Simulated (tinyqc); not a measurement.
## A spin-degenerate level with charging energy between two leads, rate equations: current against bias

States 0, up, down and 2 with energies 0, e1 - Ez/2, e1 + Ez/2 and 2 e1 + U. mu_L = +V/2, mu_R = -V/2 (meV), f(x) = 1/(1 + exp(x/kB T)). A transition that adds one electron of given spin at the energy E has the rate G f(E - mu) from each lead, and its reverse G [1 - f(E - mu)]. I counts electrons leaving the left lead, times q.

Transition energies: 0-up e1 - Ez/2, 0-down e1 + Ez/2, up-2 e1 + U + Ez/2, down-2 e1 + U - Ez/2. dp/dt = W p; W_ji is the rate from state i to j, and each column sums to zero. Steady state: W p = 0 with sum p = 1. I = q GL sum over transitions i-j of [fL p_i - (1 - fL) p_j].

Values chosen for this exercise: charging energy of the second electron U = 6.2 meV; level e1 = -1.3 meV; tunnel rate to the left lead GL = 1.2 1/ns; tunnel rate to the right lead GR = 1.4 1/ns; temperature T = 3.1 K; Zeeman splitting Ez = 0.39 meV.

Constants: q = 1.602176634e-19 C, kB = 1.380649e-23 J/K, Vt = kB T/q. Results are converted to the units shown.

Current against bias:
```
V (mV)  I (pA)  I (GL + GR)/(q GL GR)  mean number  p(up) - p(down)
0.62    1.7637               0.017037      0.99446            0.616
1.72    14.021                0.13544      0.96340            0.561
2.83    66.272                0.64015      0.82763            0.332
3.93    123.71                 1.1950      0.67828           0.0790
5.03    139.10                 1.3436      0.63831           0.0114
6.13    141.39                 1.3658      0.63271          1.92e-3
7.24    142.09                 1.3725      0.63377          3.67e-3
8.34    145.01                 1.4007      0.64651           0.0231
9.44    158.66                 1.5325      0.70733           0.0736
10.55   187.29                 1.8091      0.83496           0.0498
11.65   203.46                 1.9653      0.90707          9.84e-3
12.75   206.57                 1.9953      0.92092          1.34e-3
13.86   206.99                 1.9994      0.92280          1.70e-4
```

What does the comparison show?

The scaled current rises from 0.0170 to 2.00. A transition enters the bias window when V = 2 |E|: at 2.21, 2.99, 9.41, 10.2 mV, each step a few kB T = 0.267 meV wide. With all four transitions inside, the scaled current tends to 2 and the mean number to 2 GL/(GL + GR) = 0.923; the last row has 2.00 and 0.923.

Range of the model: Rate equations need hbar G well below kB T; cotunnelling and the Kondo effect are left out.

tinyqc, about 0.01 s, one thread, Intel Xeon 2.30GHz (shared host): `OMP_NUM_THREADS=1 python tinyqc.py 2780122 2780123 out.jsonl`
